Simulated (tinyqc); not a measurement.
Pinning factor and neutrality level from two metals.

Question. On an oxide a metal of vacuum work function pM shows the effective value Phi + S (pM - Phi), with S = 1/(1 + 0.1 (eps_inf - 1)^2). Find S, Phi and eps_inf.

effective work functions for metals of 4.26 and 5.37 eV (eV): 4.4875516  5.0923870

Answer. The slope is S, and the point where both work functions agree is Phi.

S = 0.5449
Phi = 4.760 eV
eps_inf = 3.890

Program tinyqc, `OMP_NUM_THREADS=1 python tinyqc.py 2410153 2410154 out.jsonl`; Intel Xeon 2.30GHz, shared host, one thread, about 0.01 s.
